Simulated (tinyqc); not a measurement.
Changing the band width W: Stoner model of a band magnet at zero temperature. Computed by tinyqc, a small Python program. Command: `OMP_NUM_THREADS=1 python tinyqc.py 3026741 3026742 out.jsonl stoner sweep`. One thread of a shared host (Intel(R) Xeon(R) Processor @ 2.30GHz), about 0.06 s of CPU time with the checks.

Five orbitals per spin share one band; u = (E - E_bottom)/W runs from 0 to 1, and the states per spin, atom and energy are g = 5 d(u)/W with d = (8/pi) sqrt(u (1 - u)). N(u) is the integral of d from 0. The moment m = n_up - n_down (electrons per atom) moves the fillings to n +/- m/10; the energy is E(m) = E_band(m) - I m^2/4.

Inputs (values chosen for the exercise, for a model d band): filling n per spin orbital = 0.16; Stoner parameter I = 0.552 eV; start moment m0 = 0.99 mu_B; largest number of steps = 600.

Density of states: semi-elliptic.

Method. Solve N(u_F) = n; g_F = 5 d(u_F)/W; the Stoner product is I g_F. Split the bands by Delta = I m, find the common Fermi level that keeps 10 n electrons, and read m(out) = 5 [N(u + Delta/(2W)) - N(u - Delta/(2W))], N clipped to 0 and 1. Start from m0 (at most 0.9 m_max, m_max = 10 min(n, 1 - n)); stop when m changes by less than 1e-8; moments under 1e-5 count as 0.

One run for each value:
```
band width W (eV)  moment m (mu_B)  Stoner product I g_F  g_F (1/eV)
1.49                        1.6000                1.9445      3.5226
1.74                        1.6000                1.6651      3.0165
1.98                        1.6000                1.4633      2.6508
2.23                        1.6000                1.2992      2.3536
2.47                        1.6000                1.1730      2.1250
2.72                        1.3212                1.0652      1.9296
3.21                        0.0000                0.9026      1.6351
3.45                        0.0000                0.8398      1.5213
```

Over the rows, moment m (mu_B) falls from 1.60 to 0, flat over part of the range; Stoner product I g_F falls from 1.94 to 0.840 (exponent d ln y / d ln x about -1.0 throughout); g_F (1/eV) falls from 3.52 to 1.52 (exponent d ln y / d ln x about -1.0 throughout). Compression widens the band and lowers g_F as 1/W, which is how pressure quenches a band moment. Left out: 2.96 (the iteration did not converge within its cap).

Extremes, crossings and ranges named in words are read from the listed rows.
